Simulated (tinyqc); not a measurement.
Inside a calculation. Method: CCSD on RHF in the 6-31g basis, for H3+, spin multiplicity 1. One step of it, computed by the program tinyqc.

Task: Integrals over molecular orbitals. (pq|rs) = sum C_ip C_jq C_kr C_ls (ij|kl), one index at a time.

coefficients C:
```
            MO1        MO2        MO3        MO4        MO5        MO6
1H 1s  0.361560  -0.003138   0.265208  -0.661080   0.007229  -1.190440
1H 2s  0.374964  -0.004120   2.292977   1.341717  -0.022244   2.238007
2H 1s  0.231469  -0.310805  -0.059629  -0.695990   0.879121   0.660764
2H 2s  0.068157  -0.586423  -1.561539   0.061491  -1.035556  -1.271129
3H 1s  0.228157   0.314702  -0.056884  -0.670544  -0.926174   0.617735
3H 2s  0.068984   0.599947  -1.527968   0.033487   1.089080  -1.217266
```

core Hamiltonian H = T + V (hartree):
```
           1H 1s      1H 2s      2H 1s      2H 2s      3H 1s      3H 2s
1H 1s  -1.402746  -1.220599  -0.690553  -0.865011  -0.670399  -0.854682
1H 2s  -1.220599  -1.361780  -0.793442  -1.067356  -0.782052  -1.059551
2H 1s  -0.690553  -0.793442  -1.128604  -1.047689  -0.066892  -0.306550
2H 2s  -0.865011  -1.067356  -1.047689  -1.174573  -0.305276  -0.596520
3H 1s  -0.670399  -0.782052  -0.066892  -0.305276  -1.120243  -1.042917
3H 2s  -0.854682  -1.059551  -0.306550  -0.596520  -1.042917  -1.170956
```

Two-electron integrals (ij|kl) in chemists' order, unique and non-zero (hartree):
```
(11|11) 1.076566   (21|11) 0.578470   (21|21) 0.329423   (22|11) 0.587396
(22|21) 0.361304   (22|22) 0.453150   (31|11) 0.262303   (31|21) 0.151652
(31|22) 0.169445   (31|31) 0.092029   (32|11) 0.273018   (32|21) 0.168519
(32|22) 0.210220   (32|31) 0.109575   (32|32) 0.149291   (33|11) 0.561753
(33|21) 0.355883   (33|22) 0.460866   (33|31) 0.262303   (33|32) 0.382124
(33|33) 1.076566   (41|11) 0.382124   (41|21) 0.218743   (41|22) 0.241895
(41|31) 0.109575   (41|32) 0.124979   (41|33) 0.273018   (41|41) 0.149291
(42|11) 0.432392   (42|21) 0.268125   (42|22) 0.342476   (42|31) 0.141803
(42|32) 0.187111   (42|33) 0.432392   (42|41) 0.187111   (42|42) 0.280085
(43|11) 0.355883   (43|21) 0.224184   (43|22) 0.291451   (43|31) 0.151652
(43|32) 0.218743   (43|33) 0.578470   (43|41) 0.168519   (43|42) 0.268125
(43|43) 0.329423   (44|11) 0.460866   (44|21) 0.291451   (44|22) 0.389868
(44|31) 0.169445   (44|32) 0.241895   (44|33) 0.587396   (44|41) 0.210220
(44|42) 0.342476   (44|43) 0.361304   (44|44) 0.453150   (51|11) 0.252450
(51|21) 0.146147   (51|22) 0.163628   (51|31) 0.054411   (51|32) 0.059336
(51|33) 0.119303   (51|41) 0.090267   (51|42) 0.109538   (51|43) 0.077926
(51|44) 0.111290   (51|51) 0.086023   (52|11) 0.267474   (52|21) 0.165333
(52|22) 0.206840   (52|31) 0.060386   (52|32) 0.069845   (52|33) 0.142487
(52|41) 0.101214   (52|42) 0.134887   (52|43) 0.093470   (52|44) 0.137621
(52|51) 0.104530   (52|52) 0.145724   (53|11) 0.015942   (53|21) 0.008991
(53|22) 0.009648   (53|31) 0.004216   (53|32) 0.004609   (53|33) 0.009721
(53|41) 0.006005   (53|42) 0.007206   (53|43) 0.006096   (53|44) 0.007821
(53|51) 0.004094   (53|52) 0.004562   (53|53) 0.000261   (54|11) 0.097857
(54|21) 0.059312   (54|22) 0.071567   (54|31) 0.022483   (54|32) 0.025651
(54|33) 0.052312   (54|41) 0.036852   (54|42) 0.047916   (54|43) 0.034167
(54|44) 0.049321   (54|51) 0.035431   (54|52) 0.046866   (54|53) 0.001664
(54|54) 0.015525   (55|11) 0.554615   (55|21) 0.352009   (55|22) 0.457836
(55|31) 0.122631   (55|32) 0.143971   (55|33) 0.294258   (55|41) 0.211065
(55|42) 0.288479   (55|43) 0.193628   (55|44) 0.290541   (55|51) 0.252450
(55|52) 0.377313   (55|53) 0.009721   (55|54) 0.116667   (55|55) 1.076566
(61|11) 0.377313   (61|21) 0.216023   (61|22) 0.238947   (61|31) 0.092467
(61|32) 0.101820   (61|33) 0.210426   (61|41) 0.140035   (61|42) 0.171077
(61|43) 0.134615   (61|44) 0.181469   (61|51) 0.104530   (61|52) 0.121432
(61|53) 0.005945   (61|54) 0.042773   (61|55) 0.267474   (61|61) 0.145724
(62|11) 0.428384   (62|21) 0.265702   (62|22) 0.339562   (62|31) 0.112379
(62|32) 0.135804   (62|33) 0.287458   (62|41) 0.171631   (62|42) 0.240296
(62|43) 0.185387   (62|44) 0.260950   (62|51) 0.136177   (62|52) 0.183388
(62|53) 0.007166   (62|54) 0.061219   (62|55) 0.428384   (62|61) 0.183388
(62|62) 0.275993   (63|11) 0.098732   (63|21) 0.059742   (63|22) 0.071862
(63|31) 0.036678   (63|32) 0.047415   (63|33) 0.116667   (63|41) 0.043490
(63|42) 0.061700   (63|43) 0.067745   (63|44) 0.076652   (63|51) 0.021871
(63|52) 0.025389   (63|53) 0.001664   (63|54) 0.009355   (63|55) 0.052312
(63|61) 0.036666   (63|62) 0.047715   (63|63) 0.015525   (64|11) 0.228538
(64|21) 0.140798   (64|22) 0.177225   (64|31) 0.066635   (64|32) 0.083147
(64|33) 0.182898   (64|41) 0.094589   (64|42) 0.134804   (64|43) 0.115582
(64|44) 0.154342   (64|51) 0.064587   (64|52) 0.082233   (64|53) 0.003849
(64|54) 0.028553   (64|55) 0.182898   (64|61) 0.093556   (64|62) 0.133974
(64|63) 0.028553   (64|64) 0.070375   (65|11) 0.352009   (65|21) 0.222087
(65|22) 0.289728   (65|31) 0.080124   (65|32) 0.094448   (65|33) 0.193628
(65|41) 0.135161   (65|42) 0.186097   (65|43) 0.127284   (65|44) 0.189871
(65|51) 0.146147   (65|52) 0.216023   (65|53) 0.006096   (65|54) 0.067745
(65|55) 0.578470   (65|61) 0.165333   (65|62) 0.265702   (65|63) 0.034167
(65|64) 0.115582   (65|65) 0.329423   (66|11) 0.457836   (66|21) 0.289728
(66|22) 0.388196   (66|31) 0.114578   (66|32) 0.139097   (66|33) 0.290541
(66|41) 0.182685   (66|42) 0.262152   (66|43) 0.189871   (66|44) 0.278498
(66|51) 0.163628   (66|52) 0.238947   (66|53) 0.007821   (66|54) 0.076652
(66|55) 0.587396   (66|61) 0.206840   (66|62) 0.339562   (66|63) 0.049321
(66|64) 0.154342   (66|65) 0.361304   (66|66) 0.453150
```

Give: one-electron integrals over orbitals h = C^T H C; Two-electron integrals over orbitals.

Result:

one-electron integrals over orbitals h = C^T H C (hartree):
```
        1       2       3       4       5       6
1  -1.626   0.002  -0.085   0.096  -0.001   0.074
2   0.002  -1.161  -0.002  -0.004   0.171   0.003
3  -0.085  -0.002  -0.742  -0.023  -0.003   0.219
4   0.096  -0.004  -0.023  -0.348   0.002  -0.034
5  -0.001   0.171  -0.003   0.002  -0.188   0.000
6   0.074   0.003   0.219  -0.034   0.000  -0.143
```

Two-electron integrals over orbitals (pq|rs), unique and non-zero (hartree):
```
(11|11) 0.597       (21|11) -2.41e-03   (21|21) 0.121       (22|11) 0.459
(22|21) 2.23e-03    (22|22) 0.452       (31|11) 0.085       (31|21) 3.75e-04
(31|22) -8.41e-04   (31|31) 0.060       (32|11) 9.40e-04    (32|21) -0.077
(32|22) -1.81e-03   (32|31) -7.28e-04   (32|32) 0.081       (33|11) 0.391
(33|21) -1.69e-03   (33|22) 0.361       (33|31) 0.019       (33|32) 1.55e-03
(33|33) 0.340       (41|11) -0.096      (41|21) 1.91e-03    (41|22) -0.075
(41|31) -0.011      (41|32) -5.60e-04   (41|33) -0.041      (41|41) 0.060
(42|11) 2.81e-03    (42|21) -0.056      (42|22) 7.46e-05    (42|31) 2.04e-04
(42|32) 0.029       (42|33) 9.64e-04    (42|41) -1.91e-03   (42|42) 0.048
(43|11) 0.006       (43|21) 5.25e-04    (43|22) 0.019       (43|31) -0.005
(43|32) -6.27e-04   (43|33) 4.53e-03    (43|41) 3.43e-03    (43|42) 2.78e-04
(43|43) 0.018       (44|11) 0.467       (44|21) -3.95e-03   (44|22) 0.402
(44|31) 0.041       (44|32) 2.30e-03    (44|33) 0.338       (44|41) -0.057
(44|42) 3.15e-03    (44|43) 0.020       (44|44) 0.416       (51|11) 8.58e-04
(51|21) -0.067      (51|22) -2.45e-03   (51|31) 4.29e-04    (51|32) 0.029
(51|33) 2.84e-04    (51|41) -8.73e-04   (51|42) 0.050       (51|43) -2.01e-04
(51|44) 1.63e-03    (51|51) 0.056       (52|11) -0.119      (52|21) -2.49e-03
(52|22) -0.107      (52|31) -4.77e-03   (52|32) 1.10e-03    (52|33) -0.042
(52|41) 0.058       (52|42) 1.12e-03    (52|43) -0.016      (52|44) -0.093
(52|51) 3.28e-03    (52|52) 0.087       (53|11) 1.85e-03    (53|21) -0.010
(53|22) 6.83e-04    (53|31) 3.30e-04    (53|32) 0.027       (53|33) 1.34e-03
(53|41) -2.56e-04   (53|42) -0.013      (53|43) -5.43e-04   (53|44) 1.52e-03
(53|51) -0.012      (53|52) -1.50e-03   (53|53) 0.031       (54|11) -1.26e-03
(54|21) 0.109       (54|22) 2.90e-03    (54|31) 3.55e-04    (54|32) -0.070
(54|33) -1.24e-03   (54|41) 1.52e-03    (54|42) -0.058      (54|43) 6.09e-04
(54|44) -3.02e-03   (54|51) -0.067      (54|52) -3.31e-03   (54|53) -0.005
(54|54) 0.112       (55|11) 0.431       (55|21) 0.007       (55|22) 0.428
(55|31) -2.46e-03   (55|32) -0.005      (55|33) 0.339       (55|41) -0.079
(55|42) -3.05e-03   (55|43) 0.019       (55|44) 0.390       (55|51) -0.006
(55|52) -0.113      (55|53) 3.98e-04    (55|54) 0.009       (55|55) 0.429
(61|11) -0.074      (61|21) -1.23e-03   (61|22) 0.024       (61|31) -0.065
(61|32) 1.22e-03    (61|33) -0.024      (61|41) 0.015       (61|42) 9.42e-04
(61|43) 0.028       (61|44) -0.013      (61|51) -4.44e-05   (61|52) -0.022
(61|53) -5.89e-04   (61|54) -9.94e-04   (61|55) 0.032       (61|61) 0.108
(62|11) -1.88e-03   (62|21) 0.073       (62|22) -4.83e-05   (62|31) 8.98e-04
(62|32) -0.040      (62|33) -1.05e-03   (62|41) 1.84e-03    (62|42) -0.048
(62|43) -5.16e-04   (62|44) -3.19e-03   (62|51) -0.053      (62|52) -1.21e-03
(62|53) 0.013       (62|54) 0.074       (62|55) 3.54e-03    (62|61) -2.38e-03
(62|62) 0.062       (63|11) -0.142      (63|21) 1.12e-03    (63|22) -0.074
(63|31) -0.043      (63|32) -5.23e-06   (63|33) -0.052      (63|41) 0.048
(63|42) -1.62e-03   (63|43) 3.85e-03    (63|44) -0.085      (63|51) -8.90e-04
(63|52) 0.050       (63|53) -2.18e-04   (63|54) 7.10e-04    (63|55) -0.066
(63|61) 0.049       (63|62) 1.14e-03    (63|63) 0.072       (64|11) 0.024
(64|21) 3.13e-03    (64|22) -0.047      (64|31) 0.051       (64|32) -2.59e-03
(64|33) 1.57e-04    (64|41) 0.015       (64|42) -1.99e-03   (64|43) -0.014
(64|44) -2.08e-03   (64|51) -9.25e-04   (64|52) 0.039       (64|53) -2.20e-05
(64|54) 2.96e-03    (64|55) -0.058      (64|61) -0.076      (64|62) 3.51e-03
(64|63) -0.020      (64|64) 0.075       (65|11) -2.58e-04   (65|21) -0.098
(65|22) -2.72e-03   (65|31) -1.28e-03   (65|32) 0.073       (65|33) 6.96e-04
(65|41) -8.18e-04   (65|42) 0.059       (65|43) -1.05e-04   (65|44) 2.45e-03
(65|51) 0.063       (65|52) 2.98e-03    (65|53) 0.007       (65|54) -0.102
(65|55) -0.008      (65|61) 2.68e-03    (65|62) -0.068      (65|63) 2.64e-04
(65|64) -3.98e-03   (65|65) 0.102       (66|11) 0.584       (66|21) -0.006
(66|22) 0.446       (66|31) 0.088       (66|32) 3.34e-03    (66|33) 0.392
(66|41) -0.117      (66|42) 4.91e-03    (66|43) -2.22e-03   (66|44) 0.459
(66|51) 3.16e-03    (66|52) -0.120      (66|53) 2.10e-03    (66|54) -4.99e-03
(66|55) 0.430       (66|61) -0.098      (66|62) -4.21e-03   (66|63) -0.155
(66|64) 0.035       (66|65) 2.98e-03    (66|66) 0.621
```
